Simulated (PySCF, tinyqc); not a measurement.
Worked calculation: coupled-perturbed Hartree-Fock on RHF in the sto-3g basis, for H6, spin multiplicity 1. The lowest restricted solution is unstable here: a spin-polarised one lies 0.0659 hartree lower (PySCF). One step of it, computed by the program tinyqc.

Task: Iteration 9 (converged): orbitals. Diagonalise F' = X^T F X, C = X C', fill 3 alpha and 3 beta electrons from the bottom; D = 2 C_occ C_occ^T. Each column has its largest component positive (the first on a tie).

converged F (hartree):
```
           1H 1s      2H 1s      3H 1s      4H 1s      5H 1s      6H 1s
1H 1s  -0.193400  -0.397657  -0.136018   0.009704   0.004319  -0.015069
2H 1s  -0.397657  -0.329786  -0.441464  -0.131257  -0.021363   0.004313
3H 1s  -0.136018  -0.441464  -0.332949  -0.395420  -0.131048   0.009689
4H 1s   0.009704  -0.131257  -0.395420  -0.332588  -0.440912  -0.135817
5H 1s   0.004319  -0.021363  -0.131048  -0.440912  -0.329419  -0.397667
6H 1s  -0.015069   0.004313   0.009689  -0.135817  -0.397667  -0.193396
```

X:
```
               1          2          3          4          5         6
1H 1s   0.328493  -0.499848   0.625525   0.575948  -0.336178  0.166989
2H 1s  -0.800492   0.838471  -0.288556   0.131053  -0.406244  0.305906
3H 1s   1.002936  -0.474857  -0.434689  -0.374099  -0.213928  0.363749
4H 1s  -1.000890  -0.477112   0.434851  -0.374561   0.214291  0.363445
5H 1s   0.797487   0.840317   0.288513   0.130966   0.406851  0.305361
6H 1s  -0.327298  -0.500948  -0.625272   0.575713   0.336646  0.166666
```

Give: F' = X^T F X; orbital energies; coefficients C; D after iteration 9.

Result:

F' = X^T F X (hartree):
```
        1       2       3       4       5       6
1   0.917   0.000   0.031   0.000  -0.032   0.000
2   0.000   0.526   0.000  -0.092   0.000   0.000
3   0.031   0.000   0.126   0.000  -0.011   0.000
4   0.000  -0.092   0.000  -0.252   0.000   0.014
5  -0.032   0.000  -0.011   0.000  -0.506   0.000
6   0.000   0.000   0.000   0.014   0.000  -0.635
```

orbital energies (hartree): MO1 -0.635, MO2 -0.507, MO3 -0.262, MO4 0.125, MO5 0.537, MO6 0.918

coefficients C:
```
         MO1     MO2     MO3     MO4     MO5     MO6
1H 1s  0.147  -0.319   0.520   0.617  -0.564   0.360
2H 1s  0.299  -0.428   0.239  -0.251   0.818  -0.801
3H 1s  0.379  -0.199  -0.413  -0.471  -0.429   0.989
4H 1s  0.378   0.199  -0.414   0.471  -0.430  -0.988
5H 1s  0.298   0.429   0.239   0.251   0.819   0.799
6H 1s  0.147   0.319   0.519  -0.617  -0.565  -0.359
```

D after iteration 9:
```
        1H 1s   2H 1s   3H 1s   4H 1s   5H 1s   6H 1s
1H 1s   0.787   0.609  -0.191  -0.446   0.062   0.379
2H 1s   0.609   0.659   0.199  -0.142  -0.075   0.062
3H 1s  -0.191   0.199   0.708   0.549  -0.142  -0.445
4H 1s  -0.446  -0.142   0.549   0.708   0.199  -0.191
5H 1s   0.062  -0.075  -0.142   0.199   0.659   0.609
6H 1s   0.379   0.062  -0.445  -0.191   0.609   0.787
```
